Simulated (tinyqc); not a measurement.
Inverter chain driving a load.

N inverters, each f = Hc^(1/N) times larger than the one before: delay tau N (f + pp). Switched capacitance in units of the first input, with output capacitance pp times the input: Hc + (1 + pp)(Hc - 1)/(f - 1).

Parameters, values chosen for the exercise: load over the input capacitance of the chain Hc = 25; parasitic delay of an inverter pp = 1.5; delay unit tau = 4.8 ps.

Result of one run:
```
f       delay (ps)  switched capacitance
5.0000      62.400                40.000
```

Which number of stages N gave this result: 1, 2, 4 or 5?

N = 2.

The whole series:
```
N       f  delay (ps)  switched capacitance
1  25.000      127.20                27.500
2  5.0000      62.400                40.000
3  2.9240      63.706                56.185
4  2.2361      71.733                73.541
5  1.9037      81.688                91.397
6  1.7100      92.447                109.51
```

The delay goes from 127 through a minimum of 62.4 (at N = 2 among the rows listed) to 92.4 ps. The best stage effort solves pp + rho (1 - ln rho) = 0, rho = 3.97, which gives N = ln Hc/ln rho = 2.34. One stage fewer than the best costs 100 % in delay and saves 31 % of the switched capacitance.

tinyqc, about 0.01 s, one thread, Intel Xeon 2.30GHz (shared host): `OMP_NUM_THREADS=1 python tinyqc.py 2082205 2082206 out.jsonl`
